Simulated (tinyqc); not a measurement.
Worked calculation: crystal pulling from the melt: segregation, interface stability, heat balance and point-defect regime. Computed by tinyqc, a small Python program that keeps every step. Command: `OMP_NUM_THREADS=1 python tinyqc.py 3013533 3013534 out.jsonl pull walk`. One thread of a shared host (Intel(R) Xeon(R) Processor @ 2.30GHz), about 0.01 s of CPU time with the checks. Intermediate numbers are printed to about 7 digits and carried at full precision; extremes and crossings named in words are read from the listed rows.

A dilute solute; steady pulling with a flat interface unless it is found unstable.

Inputs (values chosen for the exercise, for a model semiconductor): equilibrium coefficient k0 = 0.51; initial melt concentration C0 = 3.4e+17 1/cm^3; diffusivity in the melt D = 0.00014 cm^2/s; kinematic viscosity nu = 0.0035 cm^2/s; crystal rotation = 8 rpm; pull rate V = 1.1 mm/min; gradient in the melt G_L = 6.8 K/cm; solid conductivity k_S = 21.8 W/(m K); melt conductivity k_L = 62 W/(m K); latent heat per volume L = 4090 J/cm^3; melting point T_m = 1685 K; interface energy gamma = 0.32 J/m^2; frozen fraction g = 0.38; critical ratio xi_c = 0.15 mm^2/(min K).

Loss from the melt surface: none.

Constants: k_B = 1.380649e-23 J/K.

## Boundary layer and effective coefficient

delta = 1.61 D^(1/3) nu^(1/6) omega^(-1/2), omega = 2 pi rpm/60; k_eff = k0/[k0 + (1 - k0) exp(-V delta/D)] (Burton, Prim and Slichter); the melt at the interface is enriched by k_eff/k0.

boundary layer delta = 355.8939 micrometre

V delta/D = 0.4660516

k_eff = 0.6238817

enrichment at the interface = 1.223297

k_eff has moved 23.2 % of the way from k0 to 1. A 10 % ripple of V gives striations of 1.75 % in C_s, since d ln k_eff/d ln V = (1 - k_eff) V delta/D.

## Concentration at the frozen fraction g

Axial profile: C_s = k_eff C0 (1 - g)^(k_eff - 1); bulk melt C_L = C_s/k_eff. Usable fraction: the g at which C_s has changed by 30 % from its first value (0.99 at most).

C_s = 2.539022e+17 1/cm^3

C_L = 4.069717e+17 1/cm^3

usable fraction = 0.5022004

C_s rises along the crystal.

## Heat balance and the ratio V/G

k_S G_S = k_L G_L + L V; the largest rate for this G_S, with G_L = 0, is k_S G_S/L. Voronkov: the crystal grows vacancy-rich if V/G_S > xi_c and interstitial-rich if below; at fixed G_L the neutral rate solves V = xi_c G_S(V).

gradient in the solid G_S = 53.73547 K/cm

largest rate = 1.718484 mm/min

V/G_S = 0.2047065 mm^2/(min K)

neutral pull rate = 0.5463499 mm/min

V/G_S is 1.36 xi_c: vacancies survive and can cluster into voids. Latent heat makes up 64 % of the flux.

## Constitutional supercooling

Liquidus slope per concentration (van 't Hoff): |m| = k_B T_m^2 (1 - k0)/L. Solute gradient at the interface: G_C = (V/D) C_s (1 - k0)/k0. Constitutional supercooling sets in when |m| G_C > G_L. Critical C_s from the equality.

|m| = 4.696300e-21 K cm^3

|m| G_C = 0.01500243 K/cm

critical C_s = 1.150837e+20 1/cm^3

ratio |m| G_C/G_L = 0.002206240

The interface is stable by this test, with a margin of 450.

## Morphological stability

Liquidus slope per concentration (van 't Hoff): |m| = k_B T_m^2 (1 - k0)/L. Solute gradient at the interface: G_C = (V/D) C_s (1 - k0)/k0. Constitutional supercooling sets in when |m| G_C > G_L. Mullins-Sekerka for a thick solute layer: a ripple of wave number w grows if S(w) = -Gam w^2 - G* + |m| G_C (w* - V/D)/(w* - (1 - k0) V/D) > 0, Gam = gamma T_m/L, G* = (k_S G_S + k_L G_L)/(k_S + k_L), w* = V/(2D) + sqrt((V/(2D))^2 + w^2). The critical C_s is that at which the maximum of S over w is zero.

critical C_s, Mullins-Sekerka = 3.415694e+20 1/cm^3

wavelength at onset = 365.1858 micrometre

ratio to the constitutional value = 2.968009

The full theory allows 2.97 times more solute: the weighted gradient G* replaces G_L, and capillarity and lateral diffusion help. At g the interface is stable. Caution: the onset wavelength exceeds the stirred boundary layer, so flow cuts off the solute field assumed in this theory.

## Along the crystal

Axial profile: C_s = k_eff C0 (1 - g)^(k_eff - 1); bulk melt C_L = C_s/k_eff.

Axial profile:
```
g     C_s (1/cm^3)  C_s/C_s(0)  the same for k0, no loss  C_s over constitutional limit  C_s over Mullins-Sekerka limit
0.00  2.121198e+17    1.000000                  1.000000                    0.001843179                     0.000621015
0.20  2.306911e+17    1.087551                  1.115542                    0.002004551                     0.000675386
0.40  2.570529e+17    1.211829                  1.284417                    0.002233617                     0.000752564
0.60  2.994013e+17    1.411473                  1.566717                    0.002601596                     0.000876546
0.75  3.572950e+17    1.684402                  1.972465                    0.003104654                     0.001046039
0.85  4.329805e+17    2.041208                  2.533467                    0.003762310                     0.001267621
0.92  5.484652e+17    2.585639                  3.447354                    0.004765795                     0.001605721
0.97  7.931654e+17    3.739234                  5.574560                    0.006892075                     0.002322121
```

C_s changes by a factor 3.74 up to g = 0.97, against 5.57 for k0 without loss. Neither limit is reached.

Checks made by the program: the striation formula against a difference (relative difference below 1e-10).
